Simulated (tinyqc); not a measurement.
Keating valence-force model of a tetrahedral crystal: one step, computed by the program tinyqc.

Atom A sits at 0 and atom B at a/4 (1,1,1) of an fcc lattice; the four bonds from A are t = a/4 (1,1,1), a/4 (1,-1,-1), a/4 (-1,1,-1), a/4 (-1,-1,1), of length d = sqrt(3) a/4. Energy: E = (3 alpha/(8 d^2)) sum over bonds (r.r - d^2)^2 + (3 beta/(8 d^2)) sum over pairs of bonds at one atom (r_i.r_j + d^2/3)^2; both atoms have the mass M. The cell holds two atoms, Omega = a^3/4. 1 N/m = 1 J/m^2.

Task: Frequencies at the zone boundary. With displacements u exp(i q.r), each bracket changes by g.u, where g = (g_A, g_B): bond t, g = (-2 t, 2 t exp(i q.t)); pair (i, j) at A, g = (-(t_i + t_j), t_i exp(i q.t_j) + t_j exp(i q.t_i)); pair at B, g = (-t_i exp(-i q.t_j) - t_j exp(-i q.t_i), t_i + t_j). Then D_mn = sum over the 4 bonds and 12 pairs of (4 k/a^2) conj(g_m) g_n / sqrt(M_m M_n), with k = alpha or beta converted to eV/angstrom^2. An eigenvalue lambda of D in eV/(angstrom^2 u) gives nu = 15.6333042 THz x sqrt(lambda).

Inputs (values chosen for the exercise, for a model crystal): atomic mass M = 77.2 u; bond stretching alpha = 67.2 N/m; bond bending beta = 7.38 N/m.

Structure: diamond.

Constants: nu for 1 eV/(angstrom^2 u) = 15.6333042 THz; 1 eV/angstrom^2 = 16.02176634 J/m^2.

Give: Frequencies (THz) at points given in 2 pi/a.

Result:

Frequencies (THz) at points given in 2 pi/a:
```
point               nu 1   nu 2   nu 3   nu 4   nu 5   nu 6
X (1, 0, 0)        3.416  3.416  8.049  8.049  10.31  10.31
L (0.5, 0.5, 0.5)  2.415  2.415  6.746  9.007  10.59  10.59
W (1, 0.5, 0)      3.807  3.807  7.678  7.678  10.45  10.45
K (0.75, 0.75, 0)  3.156  4.102  7.345  8.150  10.39  10.49
```

At X the two longitudinal modes are degenerate (8.05 THz), as the diamond symmetry demands.
